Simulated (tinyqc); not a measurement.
Current of a Schottky diode by thermionic-emission-diffusion theory, and its read-back from I-V-T and C-V data: one step, computed by the program tinyqc.

Full ionisation, no tunnelling, no recombination current. V is the voltage across the junction itself, forward positive.

Task: Barrier at the given bias. N_c(T) = N_c (T/300 K)^(3/2); V_bi = phi_0 - (k_B T/e) ln(N_c(T)/N); surface field F = sqrt(2 e N (V_bi - V - k_B T/e)/(eps eps_0)); image lowering d_phi = sqrt(e F/(4 pi eps eps_0)); effective barrier phi = phi_0 - d_phi.

Inputs (values chosen for the exercise, modelled on p-type silicon): Richardson constant A* = 33.3 A/(cm^2 K^2); effective density of states at 300 K, N_c = 2.6e+19 1/cm^3; permittivity eps = 11.7; mobility mu = 430 cm^2/(V s); barrier without image force phi_0 = 0.569 eV; doping N = 2.2e+17 1/cm^3; junction voltage V = 0.24 V; temperature T = 423 K.

Barrier: uniform.

Constants: k_B = 8.617333262e-05 eV/K; e = 1.602176634e-19 C; eps_0 = 8.8541878128e-12 F/m.

Give: built-in voltage V_bi; surface field F; image lowering; effective barrier phi.

Result:

built-in voltage V_bi = 0.3763 V

surface field F = 82.41 kV/cm

image lowering = 31.85 meV

effective barrier phi = 0.5372 eV
